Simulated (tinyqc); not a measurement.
# Lossy package transmission line with skin effect: line properties against frequency

A uniform line in a homogeneous dielectric: c = sqrt(er)/(c0 Z0), l = Z0 sqrt(er)/c0 (c0 = 299792458 m/s), g = w c td, w = 2 pi f. The resistance joins its limits as r = sqrt(r_dc^2 + r_hf^2), with r_dc = rho/(wd th), r_hf = kr rho/(2 delta (wd + th)), delta = sqrt(rho/(pi f mu0)), mu0 = 4 pi 1e-7 H/m; this is an interpolation, and internal inductance, up to 0.05 nH/mm at low frequency, is neglected.

gamma = sqrt((r + i w l)(g + i w c)) = alpha + i beta, Zc = sqrt((r + i w l)/(g + i w c)), roots with positive real part; loss 8.685889638 alpha in dB; phase velocity w/beta. ZL = 1/(1/RL + i w CL); reflection (ZL - Zc)/(ZL + Zc); Zin = Zc (ZL + Zc tanh(gamma len))/(Zc + ZL tanh(gamma len)); H = V_load/V_source = [Zin/(Zin + Rg)]/[cosh(gamma len) + (Zc/ZL) sinh(gamma len)].

Inputs (values chosen for the exercise):
```
symbol  value     unit                                  meaning
wd         63       um                       width of the strip
th         11       um                   thickness of the strip
rho         2  uohm cm                              resistivity
er        3.9                             relative permittivity
td       0.01                                      loss tangent
Z0         75      ohm             lossless impedance sqrt(l/c)
kr          2           factor for crowding and the return path
len       2.6       mm                                   length
Rg         10      ohm                        source resistance
RL        1e5      ohm                          load resistance
CL        300       fF                         load capacitance
```

Line properties against frequency:

| f (GHz) | r (ohm/mm) | r/(w l) | loss (dB/mm) | \|Zc\| (ohm) | phase velocity over c0 | length in wavelengths | \|H\| (dB) |
|---|---|---|---|---|---|---|---|
| 0.01 | 0.03126 | 1.007 | 0.001666 | 89.34 | 0.4614 | 1.880e-4 | -8.704e-4 |
| 0.03 | 0.03557 | 0.3820 | 0.002079 | 77.60 | 0.4981 | 5.223e-4 | -7.543e-4 |
| 0.09 | 0.04616 | 0.1652 | 0.002826 | 75.50 | 0.5049 | 0.001546 | 4.464e-4 |
| 0.3 | 0.07182 | 0.07712 | 0.004696 | 75.11 | 0.5061 | 0.005141 | 0.01472 |
| 0.8 | 0.1112 | 0.04478 | 0.007877 | 75.04 | 0.5063 | 0.01370 | 0.1122 |
| 2 | 0.1723 | 0.02774 | 0.01357 | 75.01 | 0.5063 | 0.03426 | 0.7298 |
| 7 | 0.3190 | 0.01468 | 0.03105 | 75.00 | 0.5064 | 0.1199 | 13.58 |
| 20 | 0.5378 | 0.008662 | 0.06709 | 75.00 | 0.5064 | 0.3425 | -9.315 |
| 60 | 0.9306 | 0.004996 | 0.1617 | 75.00 | 0.5064 | 1.028 | -4.201 |

r equals w l at 0.0101 GHz: below it |Zc| and the delay grow as in an RC line, above it |Zc| tends to Z0 = 75 ohm and the velocity to 1/sqrt(er) = 0.506 c0. The loss goes as f^(0.20) between the first two rows and f^(0.80) between the last two. |H| is -8.70e-4 dB in the first row and -4.20 dB in the last; between rows it can pass through resonances that the table doesn't show.

Computed by the program tinyqc: `OMP_NUM_THREADS=1 python tinyqc.py 2810214 2810215 out.jsonl`, one thread of a shared Intel Xeon 2.30GHz, about 0.01 s for the whole run.
